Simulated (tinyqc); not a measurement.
## Threshold-voltage variability of a planar MOSFET, analytic estimates: effect of the gate width

Three independent sources add in quadrature: random dopants in the depleted layer, metal-gate grains of two orientations, and roughness of the two gate edges acting through the roll-off VT = VT(long) - Vr exp(-L/l). These are first-order estimates: no three-dimensional electrostatics, no percolation.

ni = sqrt(Nc Nv) exp(-Eg/(2 Vt)), Eg in volts; Cox = 3.9 eps0/ti; Wd = sqrt(4 eps0 eps_r Vt ln(Na/ni)/(q Na)); dopants: s1 = (q/Cox) sqrt(Na Wd/(3 L W)). Grains: Ng = L W/G^2 (at least 1), s2 = dW sqrt(p (1 - p)/Ng). Edges, with exponential correlation and u = W/La: the mean gate length has sL^2 = 2 De^2 (2/u)[1 - (1 - exp(-u))/u]; s3 = sL (Vr/l) exp(-L/l). s = sqrt(s1^2 + s2^2 + s3^2). l and Vr are held fixed.

Values chosen for this exercise; material values close to those of silicon:
- T = 250 K (temperature)
- Eg = 1.14 eV (band gap)
- eps_r = 11.9 (relative permittivity of the semiconductor)
- Nc = 2.17e19 cm^-3 (conduction-band density of states at T)
- Nv = 2.05e19 cm^-3 (valence-band density of states at T)
- Na = 4.9e17 cm^-3 (channel doping)
- ti = 2.6 nm (oxide-equivalent thickness in inversion)
- L = 20 nm (gate length)
- G = 7 nm (metal grain size)
- dW = 0.1 eV (work-function difference of the two grain orientations)
- p = 0.4 (share of the orientation of higher work function)
- De = 1.7 nm (rms roughness of one gate edge)
- La = 10 nm (correlation length of the roughness)
- l = 3.6 nm (decay length of the threshold roll-off)
- Vr = 2.3 V (prefactor of the roll-off)

Constants: q = 1.602176634e-19 C, kB = 1.380649e-23 J/K, Vt = kB T/q, eps0 = 8.8541878128e-14 F/cm where lengths are in cm. Results are converted to the units shown.

Results:
```
W (nm)  s1 (mV)  s2 (mV)  s3 (mV)  s (mV)  s sqrt(L W) (mV um)
31       44.319   13.772   3.9675  46.579               1.1598
50       34.897   10.844   3.3619  36.697               1.1605
82       27.250   8.4680   2.7480  28.667               1.1609
130      21.642   6.7254   2.2377  22.773               1.1612
220      16.636   5.1698   1.7492  17.509               1.1614
570      10.336   3.2118   1.1025  10.879               1.1616
930      8.0915   2.5145  0.86610  8.5174               1.1616
```

Estimate the missing row, W = 350 nm.

Computed row:
```
W (nm)  s1 (mV)  s2 (mV)  s3 (mV)  s (mV)  s sqrt(L W) (mV um)
350      13.190   4.0988   1.3990  13.883               1.1615
```

With this row back in the table: As W goes from 31 to 930 nm, s falls from 46.6 to 8.52 mV. The dopants are the largest source in the first and the last row. The product s sqrt(L W) stays near 1.16 mV um: s1 and s2 count independent dopants and grains, so they go as 1/sqrt(L W), and s3 is too small to matter. In every row the depletion depth exceeds L, so source and drain share much of the charge and s1 is rough.

Numbers from tinyqc (`OMP_NUM_THREADS=1 python tinyqc.py 2090077 2090078 out.jsonl`; about 0.01 s on one thread of a shared Intel Xeon 2.30GHz).
